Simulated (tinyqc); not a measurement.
The scattering mechanism: Boltzmann transport in a parabolic band with a power-law relaxation time.

F_j(eta) = (1/Gamma(j + 1)) integral_0^infinity x^j dx/(1 + exp(x - eta)), which tends to exp(eta) for eta << 0.

tau = tau0 x^r with x = E/kT. With K_j = Gamma(j + 1) F_j(eta): <tau> = tau0 (r + 3/2) K_(r+1/2)/((3/2) K_(1/2)); mu = <tau>/(mc m0/e), m0/e = 5.685630e-12 kg/C; Hall factor rH = (3/2) K_(1/2) (2r + 3/2) K_(2r+1/2)/((r + 3/2) K_(r+1/2))^2; Seebeck S = -(kB/e) [(r + 5/2) K_(r+3/2)/((r + 3/2) K_(r+1/2)) - eta]; Lorenz number L = (kB/e)^2 [(r + 7/2) K_(r+5/2)/((r + 3/2) K_(r+1/2)) - ((r + 5/2) K_(r+3/2)/((r + 3/2) K_(r+1/2)))^2]; kB/e in V/K. Valley anisotropy is left out of rH.

Constants: kB = 8.617333262e-05 eV/K.
eta = -5.71587

Same eta for each exponent.

Results:

| r | mechanism | <tau>/tau0 | rH | S (microvolt/K) | L (1e-8 W ohm/K^2) |
|---|---|---|---|---|---|
| -0.5 | acoustic phonons | 0.752 | 1.178 | -665.0 | 1.486 |
| 0.0 | a constant relaxation time | 1.000 | 1.000 | -708.1 | 1.857 |
| 0.5 | polar optical or piezoelectric scattering | 1.505 | 1.104 | -751.2 | 2.228 |
| 1.5 | ionised impurities | 4.517 | 1.932 | -837.3 | 2.970 |

From r = -1/2 to 3/2 |S| grows by 172.3 microvolt/K, against 2 kB/e = 172.3 in the non-degenerate limit: scattering that favours fast electrons raises the mean energy carried. rH is 1 only for constant tau and reaches 1.932 for r = 3/2; L spans 1.486 to 2.970 against the metallic 2.443.

Run: tinyqc, `OMP_NUM_THREADS=1 python tinyqc.py 1652306 1652307 out.jsonl`; Intel(R) Xeon(R) Processor @ 2.30GHz, one thread, shared host; about 0.01 s of CPU time with all checks.
